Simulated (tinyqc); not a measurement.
Via and link resistance from two via chains.

Question. A chain of 5000 vias joined by 5000 metal links has R = 5000 (Rv + Rlink), with Rlink proportional to the link length. Find Rv, Rlink for length L, and the value of Rv that the short chain would give if the links were ignored.

resistance of chains of 5000 links with link lengths L and 3 L (ohm): [1.14e5, 3.04e5]

Answer. R per link is a straight line in the link length; its intercept at zero length is Rv.

Rv = 3.800 ohm
Rlink = 19.00 ohm
Rv without correction = 22.80 ohm

tinyqc, about 0.01 s, one thread, Intel Xeon 2.30GHz (shared host): `OMP_NUM_THREADS=1 python tinyqc.py 2750182 2750183 out.jsonl`
